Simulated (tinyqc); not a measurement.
Chemical vapour deposition: Grove model, boundary layer, depletion and step coverage: one step, computed by the program tinyqc.

A precursor diffuses to the surface and reacts there at first order; each molecule that reacts adds one formula unit of film.

Problem. Gas-phase and surface constants. k_s = k0 exp(-E/(k_B T)); C_g = Y p/(k_B T), 1 torr = 133.322 Pa; D = D0 (T/273.15)^1.75 (760/p). Temperatures in kelvin are T(C) + 273.15. Mean speed c = sqrt(8 k_B T/(pi M)); reactive sticking probability beta = 4 k_s/c.

Inputs (values chosen for the exercise, close to those used for polysilicon from silane): prefactor k0 of k_s = 5.1e+07 cm/s; activation energy E = 1.65 eV; temperature T = 750 C; total pressure p = 1.4 torr; mole fraction of the precursor Y = 0.2; gas diffusivity D0 at 273.15 K and 760 torr = 0.45 cm^2/s; precursor mass M = 32 u.

Reactor: wafer stack, low pressure.

Constants: k_B = 1.380649e-23 J/K; u = 1.6605390666e-27 kg; k_B = 8.617333262e-05 eV/K.

Give: surface rate constant k_s; precursor density C_g; gas diffusivity D; mean speed c; sticking probability beta.

Solution.

surface rate constant k_s = 0.38027 cm/s

precursor density C_g = 2.6426e+15 1/cm^3

gas diffusivity D = 2463.7 cm^2/s

mean speed c = 82278 cm/s

sticking probability beta = 1.8487e-05
